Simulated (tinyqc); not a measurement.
Boundary resistance from two temperatures.

Problem. A strip of width ws dissipates Pw per length on layer 1; with 45-degree spreading Tj - Tb = Pw [ln(w1/ws)/(2 k1) + Rb/w1], w1 = ws + 2 t1, where Tb is the temperature just under the boundary. Find Rb.

Parameters, values chosen for the exercise: width of the heated strip ws = 2.2 um; power per length of the strip Pw = 0.56 W/mm; thickness of layer 1 t1 = 2.7 um; conductivity of layer 1 k1 = 153 W/(m K).

Tb and Tj (K): [307.413619, 309.991808]

Answer. Subtract the resistance of layer 1 from (Tj - Tb)/Pw and multiply by w1.

Rb = 4.200 m^2 K/GW

Numbers from tinyqc (`OMP_NUM_THREADS=1 python tinyqc.py 2520019 2520020 out.jsonl`; about 0.01 s on one thread of a shared Intel Xeon 2.30GHz).
